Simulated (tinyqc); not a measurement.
Worked calculation: plane-wave Kohn-Sham cycle with exchange-only LDA in a layered model solid. One step of it, computed by the program tinyqc.

Problem. Iteration 2: Hamiltonian at one k. H(m,m') = (k + G_m)^2/2 delta + V(G_m - G_m'), with V(-G) = V(G).

A solid whose potential varies along x alone (atomic units):
```
parameter                      value
period a                   13.200000
cross-section of the cell  17.000000
electrons per cell                 4
grid points                       16
plane waves -n..n, n               3
k points                           1
V1 in V1 cos(2 pi x/a)     -0.130000
V2 in V2 cos(4 pi x/a)      0.060000
```

V(G_m), m = 0, 1, 2, ... (hartree): -0.248276  0.183612  0.004635  -0.005600  0.000478  0.000348  0.000039

k = 0.000000 2 pi / a

Give: H.

Solution.

H (hartree), lower triangle:
```
        -3      -2      -1      +0      +1     +2     +3
-3   0.771
-2   0.184   0.205
-1   0.005   0.184  -0.135
+0  -0.006   0.005   0.184  -0.248
+1   0.000  -0.006   0.005   0.184  -0.135
+2   0.000   0.000  -0.006   0.005   0.184  0.205
+3   0.000   0.000   0.000  -0.006   0.005  0.184  0.771
```
